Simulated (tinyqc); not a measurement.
Comparisons within one model: density of states of one tight-binding band on the simple cubic lattice. A value that a table varies takes the place of the one given here.

E(k) = -2 t (c1 + c2 + c3) - 4 t2 (c1 c2 + c2 c3 + c3 c1) with ci = cos(2 pi ki); k in fractions of the reciprocal vectors, mesh k_i = j/N with j = 0 .. N-1. Densities are per cell and per spin, so the band holds one state.

Each cube of the mesh, corners numbered 0 to 7 as the binary number (i j l), is cut into six tetrahedra around the diagonal 0-7: 0137, 0157, 0237, 0267, 0457, 0467. For corner energies e1 <= e2 <= e3 <= e4 and eij = ei - ej, the share of the tetrahedron below E is n = (E - e1)^3/(e21 e31 e41) for e1 < E < e2; n = [e21^2 + 3 e21 x + 3 x^2 - (e31 + e42) x^3/(e32 e42)]/(e31 e41) with x = E - e2 for e2 < E < e3; n = 1 - (e4 - E)^3/(e41 e42 e43) for e3 < E < e4; its density of states is g = dn/dE.

Gaussian broadening: g(E) = mean over the mesh of exp(-(E - E_k)^2/(2 sigma^2))/(sigma sqrt(2 pi)), n(E) = mean of erfc((E_k - E)/(sigma sqrt 2))/2.

Inputs chosen for the exercise: t = 2.42 eV (nearest hopping); t2 = -0.09 eV (second hopping); N2 = 12 (mesh points along each axis in this comparison); sigma = 0.726 eV (Gaussian width); E = -3.55 eV (energy at which the density is wanted).

## Three ways to the same curve

N = N2 here; the reference is the linear method with N = 36.

g(E) (1/eV):

| E (eV) | reference | linear tetrahedra | Gaussian, sigma | Gaussian, sigma/4 | reference n(E) |
|---|---|---|---|---|---|
| -10.799 | 0.016 | 0.016 | 0.017 | 0.031 | 0.026 |
| -8.159 | 0.028 | 0.028 | 0.027 | 0.031 | 0.084 |
| -5.519 | 0.050 | 0.049 | 0.047 | 0.008 | 0.181 |
| -2.879 | 0.061 | 0.063 | 0.063 | 0.064 | 0.341 |
| -0.239 | 0.059 | 0.061 | 0.067 | 0.151 | 0.499 |
| 2.401 | 0.058 | 0.060 | 0.064 | 0.109 | 0.654 |
| 5.041 | 0.044 | 0.043 | 0.046 | 0.048 | 0.802 |
| 7.681 | 0.026 | 0.026 | 0.025 | 0.020 | 0.891 |
| 10.321 | 0.017 | 0.017 | 0.016 | 0.011 | 0.947 |
| 12.961 | 0.010 | 0.010 | 0.010 | 0.006 | 0.983 |

Root-mean-square errors against the reference: 0.0012 for linear tetrahedra, 0.0035 for sigma and 0.0362 for sigma/4. The narrow Gaussian is worse than the wide one, because it resolves the separate mesh levels. The reference is highest at -2.879 eV of the energies listed, and half filling lies between -0.239 and 2.401 eV.

## Convergence with the mesh

At the energy E; the plain count is the share of mesh points below E; the reference is the linear method with N = 36.

Results:

| N | points | g linear | n linear | g Gaussian | n Gaussian | n plain count |
|---|---|---|---|---|---|---|
| 4 | 64 | 0.0670 | 0.2467 | 0.0232 | 0.3361 | 0.3438 |
| 6 | 216 | 0.0689 | 0.2778 | 0.0499 | 0.2909 | 0.2778 |
| 8 | 512 | 0.0646 | 0.2897 | 0.0736 | 0.3051 | 0.3164 |
| 12 | 1728 | 0.0625 | 0.2953 | 0.0553 | 0.3006 | 0.2998 |
| 16 | 4096 | 0.0612 | 0.2980 | 0.0610 | 0.3007 | 0.2954 |
| 20 | 8000 | 0.0616 | 0.2990 | 0.0608 | 0.3007 | 0.2963 |

reference n and g: 0.3003  0.0612

The linear n(E) stays within 0.002 of the reference from N = 20 on. The Gaussian g stays within 1 % of its last value from N = 16 on; it tends to the broadened curve, not the true one. At the last mesh it lies 0.000 1/eV from the reference g and the linear g 0.000. The plain count errs by -0.0041 at the last mesh.

## Critical points

The gradient vanishes at these points by symmetry; the signs of the eigenvalues of the second-derivative matrix give the type.

Critical points:

| point | k | E (eV) | positive | negative | type |
|---|---|---|---|---|---|
| Gamma | (0, 0, 0) | -13.4400 | 3 | 0 | minimum |
| X | (0.5, 0, 0) | -5.2000 | 2 | 1 | saddle |
| M | (0.5, 0.5, 0) | 4.4800 | 1 | 2 | saddle |
| R | (0.5, 0.5, 0.5) | 15.6000 | 0 | 3 | maximum |

Gamma is a minimum at -13.440 eV: its contribution to g starts as a square root. X is a saddle at -5.200 eV: g has a square-root kink there. M is a saddle at 4.480 eV: g has a square-root kink there. R is a maximum at 15.600 eV: its contribution to g ends as a square root.

## What moves the count of states

Linear method and Gaussian sum with N = 14. Each row changes one parameter from the base and keeps the others.

Results:

| case | n linear | g linear (1/eV) | n Gaussian | g Gaussian (1/eV) |
|---|---|---|---|---|
| base | 0.2971 | 0.0628 | 0.3003 | 0.0602 |
| t = 2.662 eV | 0.3162 | 0.0559 | 0.3187 | 0.0571 |
| E = -3.308 eV | 0.3122 | 0.0619 | 0.3150 | 0.0616 |
| sigma = 1.452 eV | 0.2971 | 0.0628 | 0.3015 | 0.0589 |
| t2 = 0.031 eV | 0.2829 | 0.0599 | 0.2863 | 0.0565 |

The largest shifts from the base row, up to three for each result and ties (the steps differ in size, so this ranks the rows, not the parameters). n linear: t +0.0191, E +0.0151, t2 -0.0142; unchanged at the printed digits by sigma. g linear (1/eV): t -0.0068, t2 -0.0029, E -0.0009; unchanged at the printed digits by sigma. n Gaussian: t +0.0184, E +0.0147, t2 -0.0140. g Gaussian (1/eV): t2 -0.0038, t -0.0031, sigma -0.0014, E +0.0014.

Run: tinyqc, `OMP_NUM_THREADS=1 python tinyqc.py 1652742 1652743 out.jsonl`; Intel(R) Xeon(R) Processor @ 2.30GHz, one thread, shared host; about 0.3 s of CPU time with all checks.
